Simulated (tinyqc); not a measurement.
Finite square well with mass mismatch (envelope functions), step by step. Values are carried at full precision from step to step, so a last printed digit may differ when a step is redone from the rounded ones.

A square well of width L and depth V0, mass mw inside and mb outside, energies from the bottom of the well, c = hbar^2/2m0. k = sqrt(mw E/c), kappa = sqrt(mb (V0 - E)/c). psi and psi'/m are continuous at the walls (BenDaniel-Duke), so level n solves k L + 2 atan[(k/mw)/(kappa/mb)] = n pi.

Constants: hbar^2/2m0 = 3.80998211 eV angstrom^2.

Inputs chosen for the exercise (near those of the light valleys of a Si film in HfO2; not measured data): L = 35 angstrom (well width); V0 = 1.426 eV (barrier height); mw = 0.192 m0 (mass in the well); mb = 0.182 m0 (mass in the barrier); alpha_w = 0.45 1/eV (non-parabolicity in the well); alpha_b = 0.35 1/eV (non-parabolicity in the barrier).

## How many levels are bound

At E = V0 the arctangent equals pi/2, so level n is bound if k0 L > (n - 1) pi with k0 = sqrt(mw V0/c). Compare with the infinitely deep well, E1(hard) = c (pi/L)^2/mw.

k0 = 0.26807 1/angstrom
k0 L/pi = 2.9865
number of bound levels = 3
E1(hard) = 0.1599 eV

The count does not depend on mb. One more level binds at L = 35.2 angstrom.

## The lowest level by bisection

f(E) = k L + 2 atan[(k/mw)/(kappa/mb)] - pi rises with E. Twelve halvings of [0, V0]: keep the half in which f changes sign.

Bisection:
```
step  low (eV)  high (eV)  midpoint (eV)        k    kappa        f
1      0.00000    1.42600        0.71300  0.18955  0.18455   5.0369
2      0.00000    0.71300        0.35650  0.13404  0.22603   2.5738
3      0.00000    0.35650        0.17825  0.09478  0.24414   0.8808
4      0.00000    0.17825        0.08912  0.06702  0.25271  -0.3034
5      0.08912    0.17825        0.13369  0.08208  0.24846   0.3381
6      0.08912    0.13369        0.11141  0.07493  0.25059   0.0333
7      0.08912    0.11141        0.10027  0.07108  0.25165  -0.1305
8      0.10027    0.11141        0.10584  0.07303  0.25112  -0.0475
9      0.10584    0.11141        0.10862  0.07399  0.25086  -0.0069
10     0.10862    0.11141        0.11001  0.07446  0.25073   0.0132
11     0.10862    0.11001        0.10932  0.07422  0.25079   0.0032
12     0.10862    0.10932        0.10897  0.07410  0.25083  -0.0018
```

After twelve halvings the bracket is V0/4096 = 0.348 meV wide.

## Bound levels

Solve the condition for each n (six at most). With A = cos(kL/2) for even and sin(kL/2) for odd levels, the probability in the barriers is Pb = (A^2/kappa)/(A^2/kappa + L/2 +/- sin(kL)/(2k)), + for even.

Levels:
```
n  parity  E (eV)  k (1/angstrom)  kappa (1/angstrom)      Pb
1    even  0.1091         0.07415             0.25081  0.0136
2     odd  0.4290         0.14704             0.21823  0.0606
3    even  0.9288         0.21635             0.15411  0.1737
```

The lowest level lies at 68 % of the infinite-well value and decays into the barrier over 1/kappa = 4.0 angstrom. Above about 0.5 eV (from level 3 on) a parabolic band is a rough model.

## Mass in the plane and density of states

To first order in the in-plane energy, 1/m_par = (1 - Pb)/mw + Pb/mb for each subband. Each adds a step D = m_par/(2 pi c) to the density of states per area (spin included, one valley); 1/angstrom^2 = 1e16/cm^2.

Subbands:
```
n  m_par (m0)  D (1e13/(eV cm^2))
1      0.1919               8.014
2      0.1914               7.994
3      0.1902               7.945
```

The mass is taken as isotropic here; the valleys of Si are not, and in the plane they have sqrt(ml mt), about 0.42 m0, so their real steps are about twice as large.

## Levels with energy-dependent masses

Non-parabolic bands: mw is replaced by mw (1 + alpha_w E) and mb by mb (1 - alpha_b (V0 - E)), in k, kappa and the matching condition alike.

Solve the same condition with the energy-dependent masses, and list the shift from the parabolic levels that exist in both.

Levels:
```
n  E (eV)  mass inside  mass outside  shift (meV)
1  0.1151       0.2019        0.0985          6.0
2  0.4047       0.2270        0.1169        -24.3
3  0.7797       0.2594        0.1408       -149.0
4  1.1746       0.2935        0.1660            -
```

Level 1 moves by +6.0 meV and level 3 by -149.0 meV. The lighter mass deep in the barrier hardens the wall for low levels; the heavier mass in the well wins higher up. The heavier mass inside raises k at E = V0, which binds further levels (1 of them among the six at most that are listed).

## Checks

- Lowest level by finite differences (200 cells across the well) against the matching condition, eV: both 0.1091.

(tinyqc, `OMP_NUM_THREADS=1 python tinyqc.py 1251899 1251900 out.jsonl`, Intel(R) Xeon(R) Processor @ 2.30GHz, 1 thread, shared host, about 0.01 s.)
